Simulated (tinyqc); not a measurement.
Reverse leakage of an n+-p junction: diffusion, generation, trap-assisted and band-to-band tunnelling: two steps of the calculation.

One-sided abrupt junction in the depletion approximation, x from the junction (0) to W on the p side, field F = F0 (1 - x/W). Flat quasi-Fermi levels, long p side. Traps generate through SRH with both lifetimes shortened by 1 + Gamma (Hurkx enhancement, form for moderate fields); band-to-band generation is local and needs a total bending above Eg.

Values chosen for this exercise; band and dielectric values those of a made-up semiconductor: temperature T = 350 K; band gap Eg = 1.27 eV; acceptor density of the lighter side Na = 1.2e17 cm^-3; donor density of the heavier side Nd = 1e20 cm^-3; SRH lifetime of both carriers at zero field tau = 1e-7 s; trap level above the intrinsic level Et = 0 eV; band-to-band prefactor Ab = 3.1e14 cm^-0.5 V^-2.5 s^-1; band-to-band field constant Bb = 2.22e7 V/cm; reverse bias VR = 1.7 V.

Constants: q = 1.602176634e-19 C, kB = 1.380649e-23 J/K, Vt = kB T/q. Results are converted to the units shown.

Problem 1. Generation rates across the layer. u = (Vbi + VR)(1 - x/W)^2, p = Na exp(-u/Vt), n = Nd exp((u - Vbi - VR)/Vt); G0 = ni^2 (1 - exp(-VR/Vt))/(tau (n + p + 2 ni cosh(Et/Vt))); Gamma = 2 sqrt(3 pi)(F/FG) exp((F/FG)^2); trap-assisted part G0 Gamma; G_bb = Ab F^2.5 exp(-Bb/F) with F in V/cm, zero unless Vbi + VR > Eg, and counted as zero under 1 cm^-3 s^-1. 15 equal steps.

ni = 2.5519180e10 cm^-3
Vbi = 1.1295947 V
W = 151.87185 nm
F0 = 372.62924 kV/cm
FG = 483.02814 kV/cm

Give: x; F; Gamma; G0; G0 Gamma; G_bb.

Solution 1.

```
point,x (nm),F (kV/cm),Gamma,G0 (cm^-3 s^-1),G0 Gamma (cm^-3 s^-1),G_bb (cm^-3 s^-1)
0,0.0,372.6,8.589,6.512e7,5.593e8,351.4
1,10.1,347.8,7.424,1.162e13,8.627e13,4.2
2,20.2,322.9,6.419,1.118e17,7.174e17,0.0
3,30.4,298.1,5.546,1.276e17,7.076e17,0.0
4,40.5,273.3,4.784,1.276e17,6.104e17,0.0
5,50.6,248.4,4.114,1.276e17,5.249e17,0.0
6,60.7,223.6,3.521,1.276e17,4.493e17,0.0
7,70.9,198.7,2.992,1.276e17,3.818e17,0.0
8,81.0,173.9,2.516,1.272e17,3.201e17,0.0
9,91.1,149.1,2.084,7.455e16,1.554e17,0.0
10,101.2,124.2,1.687,1.801e15,3.038e15,0.0
11,111.4,99.4,1.318,4.283e13,5.644e13,0.0
12,121.5,74.5,0.9701,2.314e12,2.245e12,0.0
13,131.6,49.7,0.6383,2.877e11,1.836e11,0.0
14,141.7,24.8,0.3166,8.235e10,2.607e10,0.0
15,151.9,0.0,0,5.427e10,0,0.0
```

Problem 2. Current components. 15 equal steps.

Each current is q times the trapezoid sum of its rate; J adds J_diff; J_bb under 1e-8 of the sum is given as 0.

```
point,x (nm),G0 (cm^-3 s^-1),G0 Gamma (cm^-3 s^-1),G_bb (cm^-3 s^-1)
0,0.00000,6.5122856e7,5.5932402e8,351.35489
1,10.12479,1.1619582e13,8.6267003e13,4.1947762
2,20.24958,1.1176237e17,7.1738107e17,0
3,30.37437,1.2759536e17,7.0763503e17,0
4,40.49916,1.2759590e17,6.1038273e17,0
5,50.62395,1.2759590e17,5.2491215e17,0
6,60.74874,1.2759590e17,4.4926607e17,0
7,70.87353,1.2759513e17,3.8178634e17,0
8,80.99832,1.2719546e17,3.2006287e17,0
9,91.12311,7.4551350e16,1.5535998e17,0
10,101.24790,1.8010698e15,3.0380653e15,0
11,111.37269,4.2833526e13,5.6441948e13,0
12,121.49748,2.3137644e12,2.2446963e12,0
13,131.62227,2.8767066e11,1.8361122e11,0
14,141.74706,8.2345145e10,2.6071469e10,0
15,151.87185,5.4269023e10,0,0
```

J_diff = 1.3747780e-11 A/cm^2

Find: J_SRH; J_TAT; J_bb; J.

Solution 2.

J_SRH = 1.546e-7 A/cm^2
J_TAT = 6.278e-7 A/cm^2
J_bb = 0 A/cm^2
J = 7.824e-7 A/cm^2

Range of the model: The n+ side is degenerate, so Vbi from Boltzmann statistics is only a guide.

Computed by the program tinyqc: `OMP_NUM_THREADS=1 python tinyqc.py 2290170 2290171 out.jsonl`, one thread of a shared Intel Xeon 2.30GHz, about 0.01 s for the whole run.
